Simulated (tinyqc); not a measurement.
Quasiparticle equation with a plasmon-pole self-energy for two band edges: one step. Linearised one-shot correction. Four cases, with inputs chosen for the exercise.

Task: Evaluate Sc and its slope at the mean-field energy; E = e + Z (X + Sc).

For each edge E = e + X + Sc(E), with the correlation part Sc(E) = A[0]/(E - a + w) + A[1]/(E - b - w); a and b are the valence and conduction energies that enter the Green function (a = ev, b = ec in the one-shot scheme). Z = 1/(1 - dSc/dE), dSc/dE = -A[0]/(E - a + w)^2 - A[1]/(E - b - w)^2.

Give: Terms; gap; gap with Z = 1.

Case 1.

Values chosen (scales of the order of those of diamond; shifted at random, so the results belong to these values and not to a real crystal): ev = 0 eV (mean-field valence top); ec = 4.1 eV (mean-field conduction edge); w = 25.7 eV (pole energy); Av = (134.3, 59.4) eV^2 (weights of the valence state on the hole and electron poles); Ac = (70.5, 149.7) eV^2 (the same for the conduction state); Xv = -4.46 eV (exchange minus the mean-field potential, valence); Xc = 4.01 eV (the same, conduction).

Result:

Terms:

| edge | Sc (eV) | dSc/dE | Z | X + Sc (eV) | E (eV) |
|---|---|---|---|---|---|
| valence | 3.2324 | -0.2702 | 0.7873 | -1.2276 | -0.9665 |
| conduction | -3.4591 | -0.3060 | 0.7657 | 0.5509 | 4.5218 |

gap = 5.4882 eV
gap with Z = 1 = 5.8785 eV

The gap opens by 1.388 eV, 70 % of it by lowering the valence top. Setting Z = 1 would overshoot by 0.390 eV. X and Sc have opposite signs and are each larger than the sum they leave, so both must be converged well.

Case 2.

Values chosen (scales of the order of those of SiC; shifted at random, so the results belong to these values and not to a real crystal): ev = 0 eV (mean-field valence top); ec = 2.28 eV (mean-field conduction edge); w = 20.7 eV (pole energy); Av = (79.3, 32.1) eV^2 (weights of the valence state on the hole and electron poles); Ac = (30, 67.5) eV^2 (the same for the conduction state); Xv = -2.96 eV (exchange minus the mean-field potential, valence); Xc = 2.62 eV (the same, conduction).

Result:

Terms:

| edge | Sc (eV) | dSc/dE | Z | X + Sc (eV) | E (eV) |
|---|---|---|---|---|---|
| valence | 2.4341 | -0.2459 | 0.8027 | -0.5259 | -0.4222 |
| conduction | -1.9554 | -0.2143 | 0.8235 | 0.6646 | 2.8273 |

gap = 3.2495 eV
gap with Z = 1 = 3.4706 eV

The gap opens by 0.969 eV, 44 % of it by lowering the valence top. Setting Z = 1 would overshoot by 0.221 eV. X and Sc have opposite signs and are each larger than the sum they leave, so both must be converged well.

Case 3.

Values chosen (scales of the order of those of GaN; shifted at random, so the results belong to these values and not to a real crystal): ev = 0 eV (mean-field valence top); ec = 1.86 eV (mean-field conduction edge); w = 17 eV (pole energy); Av = (39.1, 16) eV^2 (weights of the valence state on the hole and electron poles); Ac = (13.8, 34.1) eV^2 (the same for the conduction state); Xv = -2.57 eV (exchange minus the mean-field potential, valence); Xc = 2.23 eV (the same, conduction).

Result:

Terms:

| edge | Sc (eV) | dSc/dE | Z | X + Sc (eV) | E (eV) |
|---|---|---|---|---|---|
| valence | 1.4516 | -0.1803 | 0.8473 | -1.1184 | -0.9475 |
| conduction | -1.2742 | -0.1568 | 0.8645 | 0.9558 | 2.6863 |

gap = 3.6338 eV
gap with Z = 1 = 3.9342 eV

The gap opens by 1.774 eV, 53 % of it by lowering the valence top. Setting Z = 1 would overshoot by 0.300 eV. X and Sc have opposite signs and are each larger than the sum they leave, so both must be converged well.

Case 4.

Values chosen (scales of the order of those of GaN; shifted at random, so the results belong to these values and not to a real crystal): ev = 0 eV (mean-field valence top); ec = 1.93 eV (mean-field conduction edge); w = 17 eV (pole energy); Av = (31.1, 11.8) eV^2 (weights of the valence state on the hole and electron poles); Ac = (12.7, 29.6) eV^2 (the same for the conduction state); Xv = -1.84 eV (exchange minus the mean-field potential, valence); Xc = 2.11 eV (the same, conduction).

Result:

Terms:

| edge | Sc (eV) | dSc/dE | Z | X + Sc (eV) | E (eV) |
|---|---|---|---|---|---|
| valence | 1.2061 | -0.1405 | 0.8768 | -0.6339 | -0.5558 |
| conduction | -1.0703 | -0.1379 | 0.8788 | 1.0397 | 2.8437 |

gap = 3.3996 eV
gap with Z = 1 = 3.6037 eV

The gap opens by 1.470 eV, 38 % of it by lowering the valence top. Setting Z = 1 would overshoot by 0.204 eV. X and Sc have opposite signs and are each larger than the sum they leave, so both must be converged well.

Computed by tinyqc, one run a case: `OMP_NUM_THREADS=1 python tinyqc.py N N+1 out.jsonl` with N = 1850072, 1850082, 1850209, 1850294; one thread of a shared Intel(R) Xeon(R) Processor @ 2.30GHz, about 0.03 s a run at most.
